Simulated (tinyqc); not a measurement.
# Doping from the body effect

Question. The threshold of a long MOSFET, counted against the source, shifts by gamma (sqrt(2 phiF + Vsb) - sqrt(2 phiF)) with gamma = sqrt(2 eps0 eps_r q N)/Cox. Find 2 phiF, gamma and N from two shifts.

Parameters, values chosen for the exercise:
```
symbol  value  unit                meaning
eps_r    9.67        relative permittivity
```

Constants: q = 1.602176634e-19 C, eps0 = 8.8541878128e-14 F/cm where lengths are in cm. Results are converted to the units shown.

|VT - VT(0)| at source-body biases 0.9 and 3 V (V): [0.012365557, 0.036625502]
Cox = 0.45435964 uF/cm^2

Solution. The ratio of the shifts depends on 2 phiF alone and rises steadily with it, so it fixes 2 phiF; either shift then gives gamma, and gamma gives N.

2 phiF = 3.084 V
gamma = 0.05156 V^0.5
N = 2.000e15 cm^-3

Computed by the program tinyqc: `OMP_NUM_THREADS=1 python tinyqc.py 2060012 2060013 out.jsonl`, one thread of a shared Intel Xeon 2.30GHz, about 0.01 s for the whole run.
